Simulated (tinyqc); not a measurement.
From results back to parameters: Boltzmann transport in a parabolic band with a power-law relaxation time. Two cases, with inputs chosen for the exercise.

Problem. The Seebeck coefficient and the Hall density nH = n/rH are given; md is hidden (a Pisarenko analysis).

F_j(eta) = (1/Gamma(j + 1)) integral_0^infinity x^j dx/(1 + exp(x - eta)), which tends to exp(eta) for eta << 0.

n = N F_1/2(eta) with N = 2 (m kB T/(4 pi c))^(3/2) with c = hbar^2/2m0, in 1/angstrom^3; times 1e24 for 1/cm^3, m = md.

tau = tau0 x^r with x = E/kT. With K_j = Gamma(j + 1) F_j(eta): <tau> = tau0 (r + 3/2) K_(r+1/2)/((3/2) K_(1/2)); mu = <tau>/(mc m0/e), m0/e = 5.685630e-12 kg/C; Hall factor rH = (3/2) K_(1/2) (2r + 3/2) K_(2r+1/2)/((r + 3/2) K_(r+1/2))^2; Seebeck S = -(kB/e) [(r + 5/2) K_(r+3/2)/((r + 3/2) K_(r+1/2)) - eta]; Lorenz number L = (kB/e)^2 [(r + 7/2) K_(r+5/2)/((r + 3/2) K_(r+1/2)) - ((r + 5/2) K_(r+3/2)/((r + 3/2) K_(r+1/2)))^2]; kB/e in V/K. Valley anisotropy is left out of rH.

Constants: hbar^2/2m0 = 3.80998211 eV angstrom^2; kB = 8.617333262e-05 eV/K.

Find: eta; rH; n; md.

Method. S depends on eta alone and |S| falls steadily with it; eta gives rH and so n, and N = n/F_1/2(eta) gives md from N proportional to md^(3/2).

Case 1.

Values chosen (out of a larger set: masses near those of InAs; tau0 is set for a mobility of the usual size at this n, kL is a free input; freeze-out and phonon drag, which matter near 77 K, are left out; not measured data): r = -0.5 (exponent of tau); T = 200 K.

S = -291.023 microvolt/K
nH = 1.2921e+16 1/cm^3

Solution.

eta = -1.25
rH = 1.161
n = 1.5e+16 1/cm^3
md = 0.026 m0

Case 2.

Values chosen (out of a larger set: masses near those of SiC; tau0 is set for a mobility of the usual size at this n, kL is a free input; freeze-out and phonon drag, which matter near 77 K, are left out; not measured data): r = 1.5 (exponent of tau); T = 77 K.

S = -724.637 microvolt/K
nH = 1.4513e+16 1/cm^3

Solution.

eta = -4.41
rH = 1.929
n = 2.8e+16 1/cm^3
md = 0.793 m0

Computed by tinyqc, one run a case: `OMP_NUM_THREADS=1 python tinyqc.py N N+1 out.jsonl` with N = 1681233, 1681236; one thread of a shared Intel(R) Xeon(R) Processor @ 2.30GHz, about 0.01 s a run at most.
